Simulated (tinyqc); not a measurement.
From results back to parameters: inversion layer as a triangular well, valleys of the Si type. Three cases, with inputs chosen for the exercise.

Problem. The spacing of the two lowest levels of one ladder was computed from a hidden sheet density Ns.

The field is taken as constant, e F = 4 pi (e^2/4 pi eps0)(Nd + eta Ns)/eps, with 1e12/cm^2 = 1e-4/angstrom^2, and the oxide as a hard wall at z = 0; c = hbar^2/2m0.

Level j of a valley lies at E_j = a_j (c (e F)^2/m_z)^(1/3) above the band edge at the surface, with the Airy zeros a_j = 2.338107, 4.087949, 5.520560, 6.786708, 7.944134, 9.022651, 10.040174, 11.008524, 11.936016, 12.828777, and has <z> = 2 E_j/(3 e F).

Constants: hbar^2/2m0 = 3.80998211 eV angstrom^2; e^2/(4 pi eps0) = 14.39964547 eV angstrom.

Case 1.

Values chosen (near those of Si; not measured data): m_z = 0.904 m0 (confinement mass); eps = 11.6 (dielectric constant); Nd = 0.1 x 1e12/cm^2 (depletion charge); eta = 0.75 (share of Ns in the effective field).

E_1 - E_0 = 134.1045 meV

Case 2.

Values chosen (near those of Si; not measured data): m_z = 0.3102 m0 (confinement mass); eps = 11.6 (dielectric constant); Nd = 0.15 x 1e12/cm^2 (depletion charge); eta = 0.5 (share of Ns in the effective field).

E_1 - E_0 = 91.8565 meV

Case 3.

Values chosen (near those of Si; not measured data): m_z = 0.259 m0 (confinement mass); eps = 11.5 (dielectric constant); Nd = 1.3 x 1e12/cm^2 (depletion charge); eta = 0.75 (share of Ns in the effective field).

E_1 - E_0 = 111.0742 meV

Find: F; Ns.

Solution. e F = sqrt(m_z/c) [(E_1 - E_0)/(a_1 - a_0)]^(3/2), with a_0 and a_1 the first two zeros; then Ns = (eps e F/(4 pi e^2/4 pi eps0) - Nd)/eta.

Case 1.

F = 1.0335 MV/cm
Ns = 8.70 x 1e12/cm^2

Case 2.

F = 0.3432 MV/cm
Ns = 4.10 x 1e12/cm^2

Case 3.

F = 0.4170 MV/cm
Ns = 1.80 x 1e12/cm^2

Computed by tinyqc, one run a case: `OMP_NUM_THREADS=1 python tinyqc.py N N+1 out.jsonl` with N = 1282007, 1282080, 1282084; one thread of a shared Intel(R) Xeon(R) Processor @ 2.30GHz, about 0.04 s a run at most.
